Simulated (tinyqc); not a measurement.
MOSFET in the linear regime without short-channel effects, parameter extraction from computed curves: one step of the calculation.

Inversion charge Q = Cox n Vt W0(exp((Vg - VT)/(n Vt))), W0 the Lambert function and n = nf; u = Q/Cox; mobility mu = mu0/(1 + th1 u + th2 u^2); channel resistance Rch = (L - dL)/(W mu Q); Id = Vd/(Rch + Rsd/W). Cox = eps0 eox/tox. Small Vd, no channel-length or drain effects.

Question. Transfer curve. u, mu, Rch and Id as defined.

Values chosen for this exercise; channel values of the order met in silicon transistors:
```
symbol,value,unit,meaning
T,300,K,temperature
eox,3.9,,relative permittivity of the gate insulator (close to silicon dioxide)
tox,1.5,nm,insulator thickness
mu0,320,cm^2/(V s),low-field mobility
th1,0.43,1/V,first mobility attenuation factor
th2,0,1/V^2,second mobility attenuation factor
VT,0.35,V,threshold voltage
nf,1.19,,body factor
W,10,um,gate width
L,0.067,um,drawn gate length
dL,0.016,um,drawn less effective length
Rsd,570,ohm um,source plus drain resistance
Vd,0.01,V,drain voltage
```

Constants: q = 1.602176634e-19 C, kB = 1.380649e-23 J/K, Vt = kB T/q, eps0 = 8.8541878128e-14 F/cm where lengths are in cm. Results are converted to the units shown.

Vg, point 0 to 9 (V): 0.05  0.2  0.35  0.5  0.65  0.8  0.95  1.1  1.25  1.4

Find: u; mu; Rch; Id.

Answer.

```
point      u (V)  mu (cm^2/(V s))  Rch (ohm)    Id (uA)
0      1.7902e-6           320.00   3.8671e6  0.0025858
1      2.3292e-4           319.97      29726    0.33576
2       0.017448           317.62     399.77     21.893
3        0.11063           305.47     65.557     81.595
4        0.23717           290.39     32.168     112.15
5        0.37322           275.75     21.527     127.35
6        0.51341           262.13     16.461     136.13
7        0.65587           249.60     13.532     141.78
8        0.79977           238.11     11.633     145.70
9        0.94465           227.56     10.306     148.58
```

Numbers from tinyqc (`OMP_NUM_THREADS=1 python tinyqc.py 2210076 2210077 out.jsonl`; about 0.01 s on one thread of a shared Intel Xeon 2.30GHz).
